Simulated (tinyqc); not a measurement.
# Trap density from two Hall measurements

Problem. p-type body, charge-sheet picture, full ionisation (an idealisation for deep acceptors), Boltzmann statistics for free electrons. e = Ec - EF at the surface. psi = Eg - Vt ln(Nv/Na) - e; N_dep = sqrt(2 eps0 eps_r Na (psi - Vt)/q); n_f = sqrt(N_dep^2 + 2 eps0 eps_r Vt Nc exp(-e/Vt)/q) - N_dep; Vg = Vfb + psi + q (N_dep + n_t + n_f)/Cox, Cox = eps0 eox/tox. Find e and n_t at both points and the mean trap density between them.

Parameters, values chosen for the exercise; band and dielectric values close to those of 4H silicon carbide:
```
symbol    value   unit                                   meaning
T           400      K                               temperature
Eg         3.32     eV                                  band gap
eps_r      9.79                            relative permittivity
Nc      2.65e19  cm^-3    conduction-band density of states at T
Nv       3.8e19  cm^-3       valence-band density of states at T
eox         3.9           relative permittivity of the insulator
tox          52     nm                       insulator thickness
Na       2.7e16  cm^-3                          acceptor density
Vfb       -2.32      V  flat-band voltage without trapped charge
```

Constants: q = 1.602176634e-19 C, kB = 1.380649e-23 J/K, Vt = kB T/q, eps0 = 8.8541878128e-14 F/cm where lengths are in cm. Results are converted to the units shown.

Vg (V): [3.2481430, 4.0704722]
free sheet density from the Hall effect (cm^-2): [1.1888374e9, 1.8751893e10]

Answer. Each n_f fixes e; what the gate voltage holds beyond psi, N_dep and n_f is trapped; the difference quotient is the density, smeared over a few Vt.

e (eV): [0.2910, 0.1950]
n_t (cm^-2): [2.593e11, 5.273e11]
mean trap density = 2.791e12 cm^-2 eV^-1

Numbers from tinyqc (`OMP_NUM_THREADS=1 python tinyqc.py 2222227 2222228 out.jsonl`; about 0.02 s on one thread of a shared Intel Xeon 2.30GHz).
